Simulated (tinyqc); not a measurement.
Coherent transport through a tight-binding region between two chains, step by step. One step of it, computed by the program tinyqc.

Problem. Transmission at E = -0.43 eV. Surface Green function g = (E - i sqrt(4 t^2 - E^2)) / (2 t^2); self-energy tc^2 g on each contact site; G = (E - H - Sigma)^(-1); Gamma = -2 Im Sigma; T = Gamma_L Gamma_R |G_LR|^2; local density of states -Im G_ii / pi.

H of the central region (eV), lower triangle:
```
           1          2          3          4          5         6
1   0.000000
2  -1.990000   0.000000
3   0.000000  -1.990000   0.000000
4   0.000000   0.000000  -1.990000   0.000000
5   0.000000   0.000000   0.000000  -1.990000   0.000000
6  -1.990000   0.000000   0.000000   0.000000  -1.990000  0.000000
```

Leads: semi-infinite chains with site energy 0:
```
parameter                           value
lead hopping t (eV)              1.780000
coupling to the left lead (eV)   0.320000
coupling to the right lead (eV)  0.260000
left contact site                       1
right contact site                      6
```

E = -0.430000 eV

Give: g; G; local density of states; transmission.

Solution.

g = -0.0679-0.5577i 1/eV

G (1/eV), lower triangle:
```
                 1                2                3                4
1   0.0847-0.0030i
2   0.2603-0.0010i   0.0846-0.0039i
3  -0.0285+0.0028i   0.2605+0.0001i   0.0847-0.0027i
4  -0.2664+0.0016i  -0.0283+0.0039i   0.2603-0.0007i   0.0846-0.0041i
5  -0.0291-0.0024i  -0.2666+0.0007i  -0.0285+0.0026i   0.2605-0.0002i
6   0.2601-0.0021i  -0.0293-0.0038i  -0.2665+0.0013i  -0.0283+0.0040i

                5               6
5  0.0848-0.0026i
6  0.2604-0.0004i  0.0845-0.0041i
```

local density of states (1/eV): 0.0009  0.0012  0.0009  0.0013  0.0008  0.0013

transmission = 0.0006
